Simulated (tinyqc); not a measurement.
Raman shift of the zone-centre optical phonon of a diamond-structure crystal under stress: one step, computed by the program tinyqc. Command: `OMP_NUM_THREADS=1 python tinyqc.py 3000263 3000264 out.jsonl ramanstress walk`. One thread of a shared host (Intel(R) Xeon(R) Processor @ 2.30GHz), about 0.01 s of CPU time with the checks.

Axes x, y, z are the cube axes. Strain shifts the threefold optical mode and can split it; p, q and r are the phonon deformation potentials.

Task: The line seen from a (001) surface. Backscattering from a (001) surface: incident polarisation (cos phi, sin phi, 0). With Raman tensors (R_z)_xy = (R_z)_yx = 1 and cyclic, only the z component u_z of a mode counts: I = u_z^2 sin^2(2 phi) for parallel and u_z^2 cos^2(2 phi) for crossed polarisers. An unresolved line sits at the intensity-weighted shift, which is M_zz/(2 omega_0).

Inputs (values chosen for the exercise, modelled on silicon): stress sigma (tension positive) = 2.2 GPa; polarisation angle phi = 10 degree.

Stress state: hydrostatic. Axis: none.

M/(2 omega_0) (1/cm):
```
           x          y          z
x  -12.46827    0.00000    0.00000
y    0.00000  -12.46827    0.00000
z    0.00000    0.00000  -12.46827
```

Give: total intensity, parallel; total intensity, crossed; shift of the observed line; shift per stress; stress per shift.

Result:

total intensity, parallel = 0.1170

total intensity, crossed = 0.8830

shift of the observed line = -12.47 1/cm

shift per stress = -5.667 1/(cm GPa)

stress per shift = -176.4 MPa cm

The z-polarised mode is an eigenmode here, so one line is seen. Caution: this stress has components normal to the (001) face, so it cannot reach a free (001) surface; it can act on buried material.
